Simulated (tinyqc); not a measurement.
Spin coating of a resist or spin-on film: centrifugal thinning, evaporation and the final thickness (Emslie and Meyerhofer models): one step, computed by the program tinyqc. Command: `OMP_NUM_THREADS=1 python tinyqc.py 3111640 3111641 out.jsonl spincoat walk`. One thread of a shared host (Intel(R) Xeon(R) Processor @ 2.30GHz), about 0.07 s of CPU time with the checks.

A Newtonian film stays uniform over the wafer; solvent and solids have the same density and the concentration is uniform through the thickness.

Problem. Thinning without evaporation. dh/dt = -K h^3 gives h = h0/sqrt(1 + 2 K h0^2 t); for long times h = 1/sqrt(2 K t).

Inputs (values chosen for the exercise, of the order of those of a polymer resist in an ester solvent): starting thickness h0 = 100 micrometre; time t = 0.65 s.

flow constant K = 0.001454771 1/(micrometre^2 s)

Give: h(t) without evaporation; long-time form; time 1/(2 K h0^2).

Solution.

h(t) without evaporation = 22.41 micrometre

long-time form = 22.99 micrometre

time 1/(2 K h0^2) = 0.03437 s

The long-time form is within 2.6 %: the starting thickness is forgotten.
